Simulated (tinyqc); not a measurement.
Random telegraph noise from one oxide trap in a small MOSFET: one step of the calculation.

An acceptor-like trap exchanges electrons with the channel. Inversion charge Q = Cox u, u = n Vt W0(exp((Vg - VT)/(n Vt))), W0 the Lambert function, n = nf, Cox = eps0 eox/tox; linear regime Id = (W/L) mu Q Vd. Relative to threshold the surface potential rises by Vt ln(u/u0) and the oxide voltage by the rest of Vg - VT, with u0 = n Vt W0(1).

Task. Lorentzian spectrum. Spectrum S(f) = 4 dI^2/{(tc + te)[(1/tc + 1/te)^2 + (2 pi f)^2]}; corner fc = (1/tc + 1/te)/(2 pi); variance dI^2 tc te/(tc + te)^2. Give S at f = 0, at fc and at 10 fc.

tc = 0.020710685 s
te = 0.071862557 s
dI = 11.752301 nA

Find: fc; S(0); S(fc); S(10 fc); rms current.

Result.

fc = 9.8994 Hz
S(0) = 1.5426e-18 A^2/Hz
S(fc) = 7.7128e-19 A^2/Hz
S(10 fc) = 1.5273e-20 A^2/Hz
rms current = 4.8976 nA

The rms value is 0.417 of the step; it reaches its largest share, 1/2, when tc = te.

Range of the model: VT is taken as given; short-channel effects and the uneven flow of current among few electrons are left out.

tinyqc, about 0.01 s, one thread, Intel Xeon 2.30GHz (shared host): `OMP_NUM_THREADS=1 python tinyqc.py 2710079 2710080 out.jsonl`
